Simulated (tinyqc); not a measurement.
Worked calculation: plane-wave Kohn-Sham cycle with exchange-only LDA in a layered model solid. Computed by tinyqc, a small Python program that keeps every step. Settings: points = 16, plane-wave index or count = 3, electrons = 2, k points = 2, area = 21.0, mixing = 1.0, iteration cap = 70. Command: `OMP_NUM_THREADS=1 python tinyqc.py 24930 24931 out.jsonl` (the two numbers bound the seeds that draw the settings). One thread of a shared host (Intel(R) Xeon(R) Processor @ 2.60GHz), about 0.04 s of CPU time with the checks.

A solid whose potential varies along x alone (atomic units):
```
parameter                      value
period a                   12.500000
cross-section of the cell  21.000000
electrons per cell                 2
grid points                       16
plane waves -n..n, n               3
k points                           2
V1 in V1 cos(2 pi x/a)     -0.230000
```

Stop when sqrt(dV sum R^2) is below 1e-8, dV = a A/N.

Course of the cycle:
```
iteration  E (hartree)  norm of the residual
1          -0.52672198              1.40e-01
2          -0.78887647              2.47e-01
3          -1.38418143              2.68e-01
4          -0.92684257              2.72e-01
5          -1.42129684              2.72e-01
6          -0.92773863              2.72e-01
7          -1.42156974              2.72e-01
8          -0.92774526              2.72e-01
9          -1.42157197              2.72e-01
10         -0.92774532              2.72e-01
11         -1.42157199              2.72e-01
...                ...                   ...
60         -0.92774532              2.72e-01
61         -1.42157199              2.72e-01
62         -0.92774532              2.72e-01
63         -1.42157199              2.72e-01
64         -0.92774532              2.72e-01
65         -1.42157199              2.72e-01
66         -0.92774532              2.72e-01
67         -1.42157199              2.72e-01
68         -0.92774532              2.72e-01
69         -1.42157199              2.72e-01
70         -0.92774532              2.72e-01
```

Can the last value be used, and what does the course show?

Not by the stop rule. Not converged within 70 iterations: the residual has stopped falling: the iteration swings between two states. Reruns (cap 100 unless said): mixing 0.1: not converged; mixing 0.5, Kerker q0 1.0: converged in 56 (E = -0.34751); mixing 0.3, Pulay depth 5: converged in 18 (E = -0.34751); the original settings with a cap of 400: not converged.
